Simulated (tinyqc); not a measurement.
Inside a calculation. Model: a chain with uneven site energies and dephasing by Buettiker voltage probes.

Computed by the program tinyqc: `OMP_NUM_THREADS=1 python tinyqc.py 2700106 2700107 out.jsonl`, one thread of a shared Intel Xeon 2.30GHz, about 0.01 s for the whole run. Printed values are rounded.

Sites 1 to 6 form a chain with hopping -t. Lead L joins site 1 and lead R site 6, both semi-infinite chains with hopping -t and site energy 0. Every site carries a probe with self-energy -i Gamma_p/2 that draws no net current. Linear response at zero temperature: mu_L = 1, mu_R = 0 in units of the bias.

Inputs (values chosen for the exercise):
- t = 1 eV (hopping (matrix element -t))
- U = [0.84, 0.39, -1.1, -1.14, 0.26, 0.18] eV (site energies 1 to N)
- E = -1.37 eV (Fermi energy)
- gp = 0.82 eV (probe broadening Gamma_p)

Constants: q = 1.602176634e-19 C, h = 6.62607015e-34 J s. Results are converted to the units shown.

## Green function

Sigma = t^2 g(E), g(x) = (x - i sqrt(4 t^2 - x^2))/(2 t^2) for |x| < 2 t and (x - sign(x) sqrt(x^2 - 4 t^2))/(2 t^2) otherwise; Gamma = -2 Im Sigma; G = (E - H - Sigma_L - Sigma_R + i Gamma_p/2)^(-1).

Sigma = -0.685000-0.728543i eV
Gamma = 1.45709 eV

G (1/eV):

|  | 1 | 2 | 3 | 4 | 5 | 6 |
|---|---|---|---|---|---|---|
| 1 | -0.332452-0.451384i | -0.020909-0.309850i | 0.168613-0.085379i | 0.031429+0.217666i | -0.072141+0.122556i | -0.098771+0.011678i |
| 2 | -0.020909-0.309850i | -0.384664-0.448715i | 0.159927-0.322176i | 0.295753+0.296158i | 0.029521+0.269034i | -0.137329+0.130264i |
| 3 | 0.168613-0.085379i | 0.159927-0.322176i | -0.019234-0.547221i | 0.610520+0.182312i | 0.234402+0.338840i | -0.089521+0.273891i |
| 4 | 0.031429+0.217666i | 0.295753+0.296158i | 0.610520+0.182312i | -0.056164-0.497246i | 0.172692-0.273652i | 0.225454-0.019610i |
| 5 | -0.072141+0.122556i | 0.029521+0.269034i | 0.234402+0.338840i | 0.172692-0.273652i | -0.306880-0.472583i | 0.133336-0.370838i |
| 6 | -0.098771+0.011678i | -0.137329+0.130264i | -0.089521+0.273891i | 0.225454-0.019610i | 0.133336-0.370838i | -0.160161-0.639524i |

## Transmissions between terminals

With Gamma the broadening by one lead, T_RL = Gamma^2 |G_(6,1)|^2, T_pL = Gamma Gamma_p |G_(p,1)|^2, T_pR = Gamma Gamma_p |G_(p,6)|^2, T_pq = Gamma_p^2 |G_(p,q)|^2 for p != q.

T_RL = 0.0210018

| probe | T_pL | T_pR |
|---|---|---|
| 1 | 0.375495 | 0.011819 |
| 2 | 0.115233 | 0.042808 |
| 3 | 0.042678 | 0.099206 |
| 4 | 0.057789 | 0.061191 |
| 5 | 0.024164 | 0.185553 |
| 6 | 0.011819 | 0.519315 |

T_pq:

|  | 1 | 2 | 3 | 4 | 5 | 6 |
|---|---|---|---|---|---|---|
| 1 | 0.000000 | 0.064849 | 0.024018 | 0.032522 | 0.013599 | 0.006651 |
| 2 | 0.064849 | 0.000000 | 0.086991 | 0.117790 | 0.049254 | 0.024091 |
| 3 | 0.024018 | 0.086991 | 0.000000 | 0.272976 | 0.114144 | 0.055830 |
| 4 | 0.032522 | 0.117790 | 0.272976 | 0.000000 | 0.070405 | 0.034436 |
| 5 | 0.013599 | 0.049254 | 0.114144 | 0.070405 | 0.000000 | 0.104423 |
| 6 | 0.006651 | 0.024091 | 0.055830 | 0.034436 | 0.104423 | 0.000000 |

## Probe potentials and effective transmission

No current into probe p: W mu = T_pL with W_pp = T_pL + T_pR + sum_q T_pq and W_pq = -T_pq. Then T_eff = T_RL + sum_p T_pR mu_p, and the resistance is (h/2q^2)/T_eff.

W:

|  | 1 | 2 | 3 | 4 | 5 | 6 |
|---|---|---|---|---|---|---|
| 1 | 0.528954 | -0.064849 | -0.024018 | -0.032522 | -0.013599 | -0.006651 |
| 2 | -0.064849 | 0.501015 | -0.086991 | -0.117790 | -0.049254 | -0.024091 |
| 3 | -0.024018 | -0.086991 | 0.695843 | -0.272976 | -0.114144 | -0.055830 |
| 4 | -0.032522 | -0.117790 | -0.272976 | 0.647109 | -0.070405 | -0.034436 |
| 5 | -0.013599 | -0.049254 | -0.114144 | -0.070405 | 0.561542 | -0.104423 |
| 6 | -0.006651 | -0.024091 | -0.055830 | -0.034436 | -0.104423 | 0.756566 |

| probe | mu_p |
|---|---|
| 1 | 0.826242 |
| 2 | 0.532326 |
| 3 | 0.374049 |
| 4 | 0.420467 |
| 5 | 0.261288 |
| 6 | 0.122641 |

T_eff = 0.228564
resistance = 56.4674 kohm

Without probes the transmission is 0.4053. With them, 9.19 % of the current crosses without entering a probe.

## Current at both leads

In units of (2 q^2/h) times the bias, T_RL + sum_p T_pL (1 - mu_p) leaves L and T_RL + sum_p T_pR mu_p enters R.

current leaving L = 0.228564
current entering R = 0.228564

The two are equal: the probes conserve the current.
